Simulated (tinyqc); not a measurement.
# Admittance spectroscopy of a deep trap: effects of single changes

Schottky contact on an n-type layer with shallow donors Nd (all ionised) and a donor-like deep trap, neutral when filled and positive when empty; depletion approximation. Traps within lam of the depletion edge stay filled. The traps at xt = W - lam, where the level crosses the Fermi level, follow a slow signal and not a fast one. w = 2 pi f.

Parameters, values chosen for the exercise; material values close to those of 4H silicon carbide: relative permittivity eps_r = 9.81; conduction-band density of states at 300 K Nc = 1.68e19 cm^-3; thermal velocity at 300 K vth = 1.9e7 cm/s; shallow donor density Nd = 7.7e14 cm^-3; built-in voltage Vbi = 1.19 V; depth of the trap below the conduction edge Et = 0.4 eV; capture cross-section sn = 2.7e-14 cm^2; trap density Nt = 2.8e13 cm^-3; reverse bias Vr = 0 V; temperature T = 279 K.

Constants: q = 1.602176634e-19 C, kB = 1.380649e-23 J/K, eps0 = 8.8541878128e-14 F/cm where lengths are in cm. Results are converted to the units shown.

Each table varies one quantity; the others keep the values above.

## Effect of the trap density

Emission rate en = sn vth(T) Nc(T) exp(-Et/kB T) = sn g T^2 exp(-Et/kB T), g = vth Nc/(300 K)^2, as vth goes as T^0.5 and Nc as T^1.5 (degeneracy factor 1). lam = sqrt(2 eps0 eps_r (EF - ET)/(q Nd)), EF - ET = Et - (kB T/q) ln(Nc(T)/Nd), Nc(T) = Nc (T/300 K)^1.5. In the steady state at the band bending V, 2 eps0 eps_r V/q = Nd W^2 + Nt (W - lam)^2 (the second term only if W > lam). V = Vbi + Vr. C_HF = eps0 eps_r/W, C_LF = eps0 eps_r (Nd + Nt)/(Nd W + Nt xt). Inflection frequency w0 = 2 en [1 + Nt xt/(Nd W)]; C = C_HF + (C_LF - C_HF)/(1 + (w/w0)^2), G/w = (C_LF - C_HF)(w/w0)/(1 + (w/w0)^2).

Results:

| Nt (cm^-3) | W (nm) | step (% of C_HF) | w0/(2 en) |
|---|---|---|---|
| 2e13 | 1287.9 | 0.94901 | 1.0163 |
| 7.8e13 | 1269.7 | 3.5888 | 1.0631 |
| 1.5e14 | 1249.0 | 6.6587 | 1.1202 |
| 3.1e14 | 1208.7 | 12.812 | 1.2433 |
| 6.1e14 | 1148.7 | 22.553 | 1.4624 |
| 1.2e15 | 1066.2 | 37.592 | 1.8594 |
| 2.4e15 | 966.20 | 59.934 | 2.5741 |

Estimate the missing row, Nt = 3.9e13 cm^-3.

Computed row:

| Nt (cm^-3) | W (nm) | step (% of C_HF) | w0/(2 en) |
|---|---|---|---|
| 3.9e13 | 1281.8 | 1.8316 | 1.0318 |

With this row back in the table: The step rises from 0.949 to 59.9 %, as Nt^(0.98) between the first two rows and Nt^(0.67) between the last two, and w0/(2 en) rises from 1.02 to 2.57: for Nt near Nd the rule w0 = 2 en overstates the cross-section by that factor.

## Admittance against frequency

Same model as above.

V = Vbi + Vr.

Result of one run:

| f (Hz) | C (nF/cm^2) | G/w (nF/cm^2) |
|---|---|---|
| 27000 | 6.8443 | 0.016151 |

What becomes of these results when the signal frequency f is changed from 27000 to 5.8e6 Hz, all else the same?

Result of the changed run:

| f (Hz) | C (nF/cm^2) | G/w (nF/cm^2) |
|---|---|---|
| 5.8e6 | 6.7580 | 0.0022242 |

The whole series:

| f (Hz) | C (nF/cm^2) | G/w (nF/cm^2) |
|---|---|---|
| 5700 | 6.8472 | 0.0035233 |
| 12000 | 6.8467 | 0.0073782 |
| 27000 | 6.8443 | 0.016151 |
| 57000 | 6.8352 | 0.030531 |
| 1.2e5 | 6.8108 | 0.043943 |
| 2.7e5 | 6.7778 | 0.037176 |
| 5.8e5 | 6.7631 | 0.020957 |
| 1.2e6 | 6.7592 | 0.010604 |
| 2.7e6 | 6.7582 | 0.0047673 |
| 5.8e6 | 6.7580 | 0.0022242 |

C falls from 6.85 to 6.76 nF/cm^2, between C_LF = 6.85 and C_HF = 6.76, and G/w goes from 0.00352 through a maximum of 0.0439 (at f = 1.2e5 Hz among the rows listed) to 0.00222 nF/cm^2. The exact peak is half of the step, 0.0447 nF/cm^2, at 1.44e5 Hz.

Computed by the program tinyqc: `OMP_NUM_THREADS=1 python tinyqc.py 2050089 2050090 out.jsonl`, one thread of a shared Intel Xeon 2.30GHz, about 0.01 s for the whole run.
